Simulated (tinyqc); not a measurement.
Extended Hueckel theory, for BeH2, step by step. Computed by tinyqc, a small Python program that keeps every step (integrals from PySCF). Settings: charge = 0, K = 1.75, weighted = 1, multiplicity = 1. Command: `OMP_NUM_THREADS=1 python tinyqc.py 22998 22999 out.jsonl` (the two numbers bound the seeds that draw the settings). One thread of a shared host (Intel(R) Xeon(R) Processor @ 2.60GHz), about 0.01 s of CPU time with the checks.

## Overlaps

Geometry (angstrom):
```
atom         x          y         z
Be    0.000000   0.000000  0.000000
H     0.000000   1.279000  0.000000
H     0.000000  -1.279000  0.000000
```

Parameters chosen for this run:
```
element  shell  Slater exponent   H_ii (eV)
H           1s         1.300000  -13.600000
Be          2s         0.975000  -10.000000
Be          2p         0.975000   -6.000000
```

Slater orbitals, each expanded in six Gaussians scaled to its exponent.

overlap S, lower triangle:
```
           1Be 2s   1Be 2px    1Be 2py   1Be 2pz     2H 1s     3H 1s
1Be 2s   1.000000
1Be 2px  0.000000  1.000000
1Be 2py  0.000000  0.000000   1.000000
1Be 2pz  0.000000  0.000000   0.000000  1.000000
2H 1s    0.472788  0.000000   0.554504  0.000000  1.000000
3H 1s    0.472788  0.000000  -0.554504  0.000000  0.038160  1.000000
```

## Wolfsberg-Helmholz matrix

diagonal H_ii (eV): 1Be 2s -10.000000, 1Be 2px -6.000000, 1Be 2py -6.000000, 1Be 2pz -6.000000, 2H 1s -13.600000, 3H 1s -13.600000

K = 1.750000

H_ij = K' S_ij (H_ii + H_jj)/2 for i != j (the diagonal keeps H_ii), with K' = K + D^2 + D^4 (1 - K), D = (H_ii - H_jj)/(H_ii + H_jj), K = 1.75.

H (eV), lower triangle:
```
             1Be 2s    1Be 2px     1Be 2py    1Be 2pz       2H 1s       3H 1s
1Be 2s   -10.000000
1Be 2px    0.000000  -6.000000
1Be 2py    0.000000   0.000000   -6.000000
1Be 2pz    0.000000   0.000000    0.000000  -6.000000
2H 1s     -9.890629   0.000000  -10.234661   0.000000  -13.600000
3H 1s     -9.890629   0.000000   10.234661   0.000000   -0.908201  -13.600000
```

## Orbitals

valence electrons = 4

Solve H C = S C e through S^(-1/2); fill by pairs from the bottom, a degenerate level sharing its electrons equally; each orbital has its largest coefficient positive (the first on a tie).

orbital energies (eV): -15.858187  -14.427398  -6.000000  -6.000000  5.394505  26.644003

occupations: 2.000000  2.000000  0.000000  0.000000  0.000000  0.000000

coefficients:
```
              MO1        MO2       MO3        MO4        MO5        MO6
1Be 2s   0.394502   0.000000  0.000000   0.000000   1.265180   0.000000
1Be 2px  0.000000   0.000000  0.000211   1.000000   0.000000   0.000000
1Be 2py  0.000000   0.288405  0.000000   0.000000   0.000000   1.639992
1Be 2pz  0.000000   0.000000  1.000000  -0.000211   0.000000   0.000000
2H 1s    0.482868   0.543834  0.000000   0.000000  -0.782762  -1.070338
3H 1s    0.482868  -0.543834  0.000000   0.000000  -0.782762   1.070338
```

sum of one-electron energies = -60.571170 eV

Within a degenerate level the vectors are fixed only up to a rotation; this is one choice.

## Mulliken analysis

P = C n C^T; charge = valence electrons (H 1, Be 2) minus the sum of (P S)_ii on the atom; overlap population = 2 sum P_ij S_ij between two atoms.

charges: 1Be 0.814246, 2H -0.407123, 3H -0.407123

Overlap populations:
```
pair      value
2-1    0.708134
3-1    0.708134
3-2   -0.009554
```
